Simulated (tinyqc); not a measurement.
Hot electrons in a saturated n-channel MOSFET, lucky-electron model: two steps of the calculation.

Beyond pinch-off the lateral field grows as Esat cosh(y/l) over the velocity-saturated region (pseudo-two-dimensional model). Impact ionisation in this region gives the substrate current, which biases the body forward through Rsub. Currents are per width. Local-field laws: they overstate ionisation when the field peak is narrower than an energy relaxation length.

Inputs (values chosen for the exercise); values close to those of silicon n-channel devices: channel length L = 0.8 um; oxide thickness tox = 19 nm; junction depth xj = 290 nm; effective mobility mu = 410 cm^2/(V s); saturation velocity vs = 8.5e6 cm/s; hot-electron mean free path lm = 9.5 nm; oxide barrier pb = 3.2 V; prefactor of the gate current Cg = 0.002; lifetime exponent m = 3; lifetime constant Hl = 520 s uA/um.

Constants: eps0 = 8.8541878128e-14 F/cm where lengths are in cm. Results are converted to the units shown.

Question 1. Length and field scales. Cox = 3.9 eps0/tox, l = sqrt(3 tox xj), Esat = 2 vs/mu.

Give: Cox; l; Esat; Esat L.

Answer 1.

Cox = 0.18174 uF/cm^2
l = 128.57 nm
Esat = 0.041463 MV/cm
Esat L = 3.3171 V

Question 2. Gate current, lifetime and channel shortening. Ig = Cg Id exp(-pb/(lm Em)); lifetime tau = (Hl/Id)(Isub/Id)^(-m); length of the saturated region dL = l ln[(dV/l + Em)/Esat]. 1 year = 3.15576e7 s.

Id = 101.42364 uA/um
dV = 2.2164664 V
Em = 0.17731119 MV/cm
Isub = 0.0069145819 uA/um
l = 128.56905 nm
Esat = 0.041463415 MV/cm

Find: Isub/Id; Ig; tau; dL.

Answer 2.

Isub/Id = 6.818e-5
Ig = 0.001140 pA/um
tau = 5.127e5 years
dL = 274.1 nm

The lifetime exceeds ten years.

tinyqc, about 0.01 s, one thread, Intel Xeon 2.30GHz (shared host): `OMP_NUM_THREADS=1 python tinyqc.py 2550087 2550088 out.jsonl`
